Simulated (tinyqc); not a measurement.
Margin needed against array size.

Cells fail independently with probability Q(k) = erfc(k/sqrt(2))/2 when the margin is k standard deviations, and Y = exp(-Nb Q(k)). phi = exp(-k^2/2)/sqrt(2 pi).  k solves Y = exp(-Nb Q(k)); the estimate is sqrt(2 ln(Nb/(-ln Y))).

Values chosen for this exercise: wanted yield Y = 0.81.

Result of one run:
```
Nb            allowed Q       k  estimate
68719476736  3.0664e-12  6.8765    7.2816
```

What becomes of these results when the number of cells Nb is changed from 68719476736 to 4294967296, all else the same?

Result of the changed run:
```
Nb           allowed Q       k  estimate
4294967296  4.9062e-11  6.4698    6.8903
```

The whole series:
```
Nb            allowed Q       k  estimate
4096          5.1446e-5  3.8837    4.4441
65536         3.2153e-6  4.5117    5.0294
1048576       2.0096e-7  5.0680    5.5534
16777216      1.2560e-8  5.5724    6.0320
268435456    7.8500e-10  6.0370    6.4754
4294967296   4.9062e-11  6.4698    6.8903
68719476736  3.0664e-12  6.8765    7.2816
```

A 1.68e7-fold larger array raises k only from 3.88 to 6.88; the last factor of 16 costs 0.41 standard deviations. The estimate, which drops the factor 1/(k sqrt(2 pi)) of the tail, is 14 % above k in the first row and 5.9 % above it in the last.

Program tinyqc, `OMP_NUM_THREADS=1 python tinyqc.py 2090128 2090129 out.jsonl`; Intel Xeon 2.30GHz, shared host, one thread, about 0.02 s.
